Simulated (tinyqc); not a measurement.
Competing polymorphs of an oxide film: bulk, surface, grain-boundary, dopant and field terms: one step, computed by the program tinyqc.

Phases: monoclinic m (reference), polar orthorhombic o, tetragonal t. Free energies per formula unit (f.u.); 1 J/m^2 x angstrom^3/nm = 6.241509 meV.

Problem. Crossing points. With G = b + gamma Omega A (b the bulk free energy per formula unit, A the area per volume), two phases i, j cross at A_ij = (b_j - b_i)/(Omega (gamma_i - gamma_j)); o has a window only if A_mo < A_ot.

Inputs (values chosen for the exercise, for a model oxide): surface energy of m = 3.47 J/m^2; surface energy of o = 2.87 J/m^2; surface energy of t = 2.76 J/m^2; volume per formula unit Omega = 33 angstrom^3; temperature T = 300 K.

b (meV/f.u.): m 0.0, o 38.7, t 22.3

Give: A_mo; A_ot; A_mt.

Solution.

A_mo = 0.3132 1/nm

A_ot = -0.7238 1/nm

A_mt = 0.1525 1/nm

o has no window: the sequence goes from m to t at A = 0.152 1/nm.
